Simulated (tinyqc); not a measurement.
Spin coating of a resist or spin-on film: centrifugal thinning, evaporation and the final thickness (Emslie and Meyerhofer models): one step, computed by the program tinyqc. Command: `OMP_NUM_THREADS=1 python tinyqc.py 3113242 3113243 out.jsonl spincoat walk`. One thread of a shared host (Intel(R) Xeon(R) Processor @ 2.30GHz), about 0.1 s of CPU time with the checks.

A Newtonian film stays uniform over the wafer; solvent and solids have the same density and the concentration is uniform through the thickness.

Question. Thinning without evaporation. dh/dt = -K h^3 gives h = h0/sqrt(1 + 2 K h0^2 t); for long times h = 1/sqrt(2 K t).

Inputs (values chosen for the exercise, of the order of those of a polymer resist in an ester solvent): starting thickness h0 = 300 micrometre; time t = 7.4 s.

flow constant K = 0.04260287 1/(micrometre^2 s)

Give: h(t) without evaporation; long-time form; time 1/(2 K h0^2).

Answer.

h(t) without evaporation = 1.259 micrometre

long-time form = 1.259 micrometre

time 1/(2 K h0^2) = 1.304e-04 s

The long-time form is within 8.8e-4 %: the starting thickness is forgotten. Caution: above a Reynolds number of about 3e5 the air flow near the rim turns turbulent, and evaporation is no longer uniform.
